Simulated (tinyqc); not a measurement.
Monte Carlo simulation of one carrier in a uniform electric field: one step, computed by the program tinyqc.

The force e F acts along +z. Flights end at the constant total rate Gamma; the part of Gamma that the real rates do not fill is self-scattering, which leaves k unchanged. One valley, no impurities and no intervalley scattering.

Problem. Scattering event 2. Kane band: hbar^2 k^2/(2 m) = E (1 + alpha E), speed v = hbar k/(m (1 + 2 alpha E)), states per spin, volume and energy g(E) = m k (1 + 2 alpha E)/(2 pi^2 hbar^2); overlap factors are set to 1. Masses are multiplied by m_0 and all formulas are in SI units. Phonon occupation N_q = 1/(exp(hbar w/(k_B T)) - 1). Acoustic deformation potential (elastic, equipartition, absorption and emission together): 1/tau = 2 pi k_B T D_A^2 g(E)/(hbar rho v_l^2). Polar optical, unscreened: W = e^2 w (1/eps_inf - 1/eps_s) m (1 + 2 alpha E') ln|(k + k')/(k - k')| / (4 pi eps_0 hbar^2 k), times N_q for absorption (E' = E + hbar w) and N_q + 1 for emission (E' = E - hbar w > 0), with alpha = 0 for a parabolic band; mean cosine of the angle <cos> = (k^2 + k'^2)/(2 k k') - 1/ln|(k + k')/(k - k')|. Choice: with cumulative rates in the order acoustic, absorption, emission, the process is the first whose sum exceeds r2 Gamma; if none, self-scattering. Final state: E' = E, E + hbar w or E - hbar w gives k'. Isotropic processes: cos(theta) = 1 - 2 r3 from the z axis, phi = 2 pi r4, k' (sin theta cos phi, sin theta sin phi, cos theta). Polar processes: cos(b) = [1 + xi - (1 + 2 xi)^r3]/xi, xi = 2 k k'/(k - k')^2, b from the old direction n; new direction cos b n + sin b (cos phi e1 + sin phi e2), e1 = (z x n)/|z x n|, e2 = n x e1. Use row 2 of the random numbers.

Inputs (values chosen for the exercise, for a model polar semiconductor):
```
quantity                             value    unit
effective mass m                     0.059     m_0
non-parabolicity alpha                0.38    1/eV
static permittivity eps_s             14.9       -
high-frequency permittivity eps_inf   7.38       -
density rho                           6340  kg/m^3
sound velocity v_l                    8230     m/s
acoustic deformation potential D_A     5.9      eV
optical phonon energy hbar w          27.8     meV
lattice temperature T                  200       K
```

Crystal: polar. Band: Kane.

k at the end of the flight (1/nm): -0.2469891  0.0197115  0.0724743

Random numbers (0.02 to 0.98, from up to 60 sets tried for early real events), one row a flight:
```
       r1      r2      r3      r4
1  0.8134  0.0482  0.6558  0.0597
2  0.7860  0.1061  0.3496  0.3692
3  0.8392  0.1870  0.9767  0.8071
4  0.5086  0.6279  0.1667  0.1117
5  0.6789  0.0862  0.1262  0.7256
6  0.1543  0.4695  0.8040  0.5401
7  0.9506  0.2547  0.9762  0.4706
```

Gamma = 33.93985 1e12/s

Constants: hbar = 1.054571817e-34 J s; m_0 = 9.1093837015e-31 kg; e = 1.602176634e-19 C; k_B = 1.380649e-23 J/K; hbar = 6.582119569e-16 eV s; eps_0 = 8.8541878128e-12 F/m; k_B = 8.617333262e-05 eV/K.

Give: cumulative rates; r2 Gamma; process chosen; k after event 2, the start of the next flight.

Solution.

cumulative rates (1e12/s): acoustic 0.02, absorption 6.74, emission 27.76

r2 Gamma = 3.601 1e12/s

Process chosen: absorption

k after event 2, the start of the next flight (1/nm): -0.2464  0.1223  0.1894
